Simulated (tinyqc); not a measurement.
Electroplating on a thin resistive seed layer: kinetics, Wagner number and the terminal effect across a wafer. Changing the seed thickness t. Computed by tinyqc, a small Python program. Command: `OMP_NUM_THREADS=1 python tinyqc.py 3121246 3121247 out.jsonl terminal sweep`. One thread of a shared host (Intel(R) Xeon(R) Processor @ 2.30GHz), about 0.04 s of CPU time with the checks.

Current enters the seed at the rim. The bath is treated as a local resistance per area (no lateral flow in the liquid), two electrons per ion, molar volume 7.11 cm^3/mol, Faraday constant F = e N_A, kinematic viscosity 0.01 cm^2/s, omega = 2 pi x rpm/60; k_B T/e is in volts.

Inputs (values chosen for the exercise, of the order of those for copper plating from an acid sulfate bath):
```
quantity                               value         unit
wafer radius R                           7.5           cm
seed resistivity                         5.7  microohm cm
bath conductivity kappa                 0.21         S/cm
gap to the anode h                       5.2           cm
extra resistance of a porous plate       110     ohm cm^2
exchange current density i_0           0.027      mA/cm^2
cathodic transfer coefficient alpha     0.81            -
mean current density                     6.7      mA/cm^2
diffusivity of the metal ion         5.9e-06       cm^2/s
metal ion concentration                 0.81        mol/L
rotation rate                            200          rpm
temperature T                            298            K
```

Constants: e = 1.602176634e-19 C; N_A = 6.02214076e+23 1/mol; k_B = 8.617333262e-05 eV/K.

Method:
- Growth rate = i V_m/(2 F). Levich limit i_L = 0.62 x 2 F D^(2/3) omega^(1/2) nu^(-1/6) c. Tafel overpotential eta = (k_B T/(alpha e)) ln(i/i_0); kinetic resistance k_B T/(alpha e i); bath resistance h/kappa + plate; R_s = resistivity/t; Wagner number = kinetic resistance x kappa/R.
- Linearised: with R_t = kinetic + bath resistance the current density obeys (1/r)(r i')' = i R_s/R_t, so i = A I_0(r/l), l = sqrt(R_t/R_s); with x = R/l, edge/centre = I_0(x) and edge/mean = x I_0(x)/(2 I_1(x)).
- Voltage drop in the seed for a uniform current: i R_s R^2/4.
- Full model: seed potential phi(r) with (1/r)(r phi')' = R_s i, where i solves phi = R_b i + (k_B T/(alpha e)) ln(i/i_0) (phi being the driving voltage left at r); phi'(0) = 0 and phi'(R) = R_s i_mean R/2. Solved by collocation to a tolerance of 1e-7.

One run for each value:
```
seed thickness t (nm)  edge over centre, full model  edge over centre, linear  x = R/l  drop for uniform current (mV)
5.0                                          2.5183                    2.5248   2.1441                         1074.1
9.1                                          1.7374                    1.7384   1.5893                          590.2
17.0                                         1.3675                    1.3677   1.1628                          315.9
30.0                                         1.2009                    1.2009   0.8753                          179.0
55.0                                         1.1072                    1.1072   0.6465                           97.6
100.0                                        1.0583                    1.0583   0.4794                           53.7
180.0                                        1.0322                    1.0322   0.3573                           29.8
330.0                                        1.0175                    1.0175   0.2639                           16.3
600.0                                        1.0096                    1.0096   0.1957                            9.0
```

What does the table show?

Over the rows, edge over centre, full model falls from 2.52 to 1.01 (exponent d ln y / d ln x -0.62 between the first rows and -0.013 between the last); edge over centre, linear falls from 2.52 to 1.01 (exponent d ln y / d ln x -0.62 between the first rows and -0.013 between the last); x = R/l falls from 2.14 to 0.196 (exponent d ln y / d ln x about -0.50 throughout).
